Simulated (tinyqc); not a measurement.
# Hexagonal on-chip spiral inductor, lumped pi model: effect of the metal thickness

Outer diameter do = di + 2 n wd + 2 (n - 1) sp, mean da = (do + di)/2, fill p = (do - di)/(do + di), length l = 3.464 n da. L = 2.33 mu0 n^2 da/(1 + 3.82 p), mu0 = 4 pi 1e-7 H/m. Rs = rho l/(wd delta (1 - exp(-th/delta))), delta = sqrt(rho/(pi f mu0)). Cs = n wd^2 eps0 eo/hu across the coil. At each end Cox = l wd eps0 eo/(2 ho) leads to the substrate branch Rsi = 2 rs he/(l wd) in parallel with Csi = l wd eps0 11.7/(2 he). With one end grounded Y = 1/(Rs + i w L) + i w Cs + 1/[1/(i w Cox) + 1/(1/Rsi + i w Csi)], w = 2 pi f; Q = -Im Y/Re Y. Eddy currents in neighbouring turns and in the substrate are left out.

Peak Q and its frequency from a search over f; self-resonance where Im Y = 0; Q at the given f (negative beyond resonance).

Parameters, values chosen for the exercise; values of the order met in silicon radio-frequency processes:
- n = 5.5 (number of turns)
- wd = 4 um (line width)
- sp = 2 um (space between turns)
- di = 140 um (inner diameter)
- rho = 1.9 uohm cm (metal resistivity)
- ho = 6.1 um (oxide below the coil)
- hu = 0.6 um (oxide between coil and underpass)
- eo = 3.9 (relative permittivity of the oxide)
- rs = 10 ohm cm (substrate resistivity)
- he = 80 um (effective spreading depth in the substrate)
- f = 1.2 GHz (frequency)

Constants: eps0 = 8.8541878128e-12 F/m. Results are converted to the units shown.

The same in every row: L (nH) = 8.949; do (um) = 202.0.

Effect of the metal thickness:
```
th (um),peak Q,f of the peak (GHz),self-resonance (GHz),Q at f
0.5,3.449,3.676,14.72,1.858
0.9,4.789,3.022,14.73,3.037
1.5,6.101,2.586,14.73,4.396
2,6.831,2.388,14.74,5.244
3,7.735,2.160,14.74,6.406
4,8.220,2.034,14.74,7.103
6,8.632,1.909,14.74,7.778
9,8.781,1.846,14.74,8.082
```

What does the table show?

As th goes from 0.5 to 9, L stays at 8.95 nH, the peak Q rises from 3.45 to 8.78, its frequency falls from 3.68 to 1.85 GHz and the self-resonance stays near 14.7 GHz. Once th exceeds a few skin depths Rs no longer falls.

Program tinyqc, `OMP_NUM_THREADS=1 python tinyqc.py 2302169 2302170 out.jsonl`; Intel Xeon 2.30GHz, shared host, one thread, about 0.01 s.
